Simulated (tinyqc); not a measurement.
A particle near a wafer in liquid: double-layer and van der Waals forces (DLVO), deposition barrier and removal: one step, computed by the program tinyqc.

Sphere and flat wall, Derjaguin approximation, constant potentials in the linear-superposition form, no retardation and no hydration force.

Task: The curve. U(h) = Z R exp(-kappa h) - A R/(6 h); F(h) = -dU/dh = kappa Z R exp(-kappa h) - A R/(6 h^2), positive for repulsion.

Inputs (values chosen for the exercise, of the order of those for silica on silica in water): particle radius R = 310 nm; Hamaker constant A = 4.8e-21 J; temperature T = 293 K.

kappa = 1.672825 1/nm

Z = -9.653375 pN

Constants: k_B = 1.380649e-23 J/K.

Give: the table «Against the gap» with the columns kappa h, U (k_B T), F (pN), for h (nm) = 0.4, 0.6, 1.0, 1.5, 2.5, 4.0, 7.0, 12.0, 20.0, 40.0.

Result:

Against the gap:
```
h (nm)  kappa h   U (k_B T)      F (pN)
0.4        0.67  -5.321e+02  -4.114e+03
0.6        1.00  -3.733e+02  -2.524e+03
1.0        1.67  -2.002e+02  -1.188e+03
1.5        2.51  -1.010e+02  -5.174e+02
2.5        4.18  -3.582e+01  -1.161e+02
4.0        6.69  -1.624e+01  -2.172e+01
7.0       11.71  -8.764e+00  -5.102e+00
12.0      20.07  -5.109e+00  -1.722e+00
20.0      33.46  -3.065e+00  -6.200e-01
40.0      66.91  -1.533e+00  -1.550e-01
```

Caution: in rows with kappa h below 1 linear superposition is only rough.
